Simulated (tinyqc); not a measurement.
Inside a calculation. Model: formation energy of a charged point defect from supercell energies. Computed by tinyqc, a small Python program that keeps every step. Command: `OMP_NUM_THREADS=1 python tinyqc.py 3007689 3007690 out.jsonl formation walk`. One thread of a shared host (Intel(R) Xeon(R) Processor @ 2.30GHz), about 0.01 s of CPU time with the checks. Intermediate numbers are printed to about 6 digits and carried at full precision; extremes and crossings named in words are read from the listed rows.

The host is a compound AB. Making the defect adds n_A = -1, n_B = 0, n_X = 1 atoms to the cell. All total energies are inputs. E_F is counted from the valence-band maximum (VBM); x = 0 is A-rich and x = 1 B-rich growth.

Inputs (values chosen for the exercise, with gap and screening modelled on GaN):
```
quantity,value,unit
gap E_g,3.51,eV
E_VBM of the host cell,6.549,eV
potential alignment dV,0.016,eV
dielectric constant eps,9.26,-
cell length L,17.4,angstrom
mu_A of the pure element,-5.825,eV
formation enthalpy dH of AB,-1.79,eV
growth condition x,0.13,-
Fermi level E_F,2.31,eV
temperature T,1000,K
site density N_s,4e+22,cm^-3
mu_X of the pure element,-4.288,eV
formation enthalpy of XB,-1.1,eV
```

Defect: impurity X on an A site. Supercell lattice: sc.

charge states q: [2, 1, 0]

E(defect, q) - E(host), in the order of q (eV): [-10.741, -0.647, 7.18]

Constants: e^2/(4 pi eps_0) = 14.39964548 eV angstrom; k_B = 8.617333262e-05 eV/K.

## Chemical potentials

dmu_A = x dH and dmu_B = (1 - x) dH, so that dmu_A + dmu_B = dH; mu = mu(element) + dmu. The impurity is held at its solubility limit: dmu_X = min(0, dH(XB) - dmu_B). The reservoir term is sum n_i mu_i.

dmu_A = -0.2327 eV

dmu_B = -1.5573 eV

dmu_X = 0 eV

sum n_i mu_i = 1.7697 eV

Here the pure element X, not the compound, caps mu_X.

## Image-charge corrections

Image-charge correction of a point charge in a neutralising background: E_corr = q^2 alpha e^2/(4 pi eps_0) / (2 eps L), alpha = 2.837297 for a sc array with L the cube root of the volume.

E_corr (eV): (q=+2) 0.507138, (q=+1) 0.126785, (q=0) 0.000000

## Formation energies at E_F = 0

E_f(q, E_F) = [E(defect, q) - E(host)] - sum n_i mu_i + q (E_VBM + dV + E_F) + E_corr(q).

E_f(q, 0) (eV): (q=+2) 1.12644, (q=+1) 4.27508, (q=0) 5.41030

## Transition levels and the lower envelope

eps(q/q') = [E_f(q', 0) - E_f(q, 0)]/(q - q'). U of state q is eps(q/q-1) - eps(q+1/q). The stable state at each E_F is the lowest line E_f(q, 0) + q E_F.

One-electron levels above the VBM (eV):
```
level,energy,U of the state between this level and the next
(+2/+1),3.14865,-2.01343
(+1/0),1.13522,-
```

Stable states:
```
q,from E_F (eV),to E_F (eV)
+2,0.00000,2.14193
0,2.14193,3.51000
```

Stable in the gap, from the VBM up: +2, 0. State +1 is never the lowest: its U is negative, so two such centres gain by exchanging an electron.

## The first and the last level

eps(q/q-1) = E_f(q - 1, 0) - E_f(q, 0).

level (+2/+1) = 3.14865 eV

level (+1/0) = 1.13522 eV

Caution: the one-electron levels are out of order (negative U): at least one middle charge state is skipped, and the transition past it moves two or more electrons at once.

## Concentrations at the given E_F and T

E_f(q, E_F) = E_f(q, 0) + q E_F. c_q = N_s exp(-E_f(q, E_F)/k_B T), with all degeneracy factors one and no vibrational entropy.

Charge states:
```
q,E_f (eV),c_q (cm^-3),share
+2,5.74644,4.37810e-07,1.98262e-02
+1,6.58508,2.59833e-11,1.17665e-06
0,5.41030,2.16445e-05,9.80173e-01
```

lowest formation energy = 5.4103 eV

total concentration = 2.20824e-05 cm^-3

mean charge = 0.0396537 e

State 0 holds 98.0 % of the defects.

## Fermi level and growth conditions

Each entry is the lowest E_f over q.

Lowest formation energy (eV):
```
E_F (eV),stable q,"A-rich, x = 0",x = 0.5,"B-rich, x = 1"
0.000,+2,1.35914,0.66914,0.66914
0.439,+2,2.23714,1.54714,1.54714
0.878,+2,3.11514,2.42514,2.42514
1.316,+2,3.99114,3.30114,3.30114
1.755,+2,4.86914,4.17914,4.17914
2.194,0,5.64300,4.95300,4.95300
2.632,0,5.64300,4.95300,4.95300
3.071,0,5.64300,4.95300,4.95300
3.510,0,5.64300,4.95300,4.95300
```

Going from A-rich to B-rich growth shifts every line by -0.690 eV and moves no transition level. The slope of the envelope is the stable charge, so E_f is highest in the rows from E_F = 2.19 to 3.51 eV, where the neutral state is stable: the defect forms most easily in p-type material.

## What the corrections do to the levels

Levels eps(q/q-1) with the terms q dV and E_corr left out or kept.

Levels above the VBM (eV):
```
level,raw,with alignment,with image charge,with both
(+2/+1),3.545,3.529,3.16465,3.14865
(+1/0),1.278,1.262,1.15122,1.13522
```

Alignment moves every level by -dV = -0.016 eV. The image term moves eps(q/q-1) by (1 - 2q) E_corr(1): (+2/+1) by -0.380, (+1/0) by -0.127 eV, donor levels down and acceptor levels up. It adds 2 E_corr(1) = 0.254 eV to every U.

Checks made by the program: envelope against a direct minimum on a grid (relative difference below 1e-10).
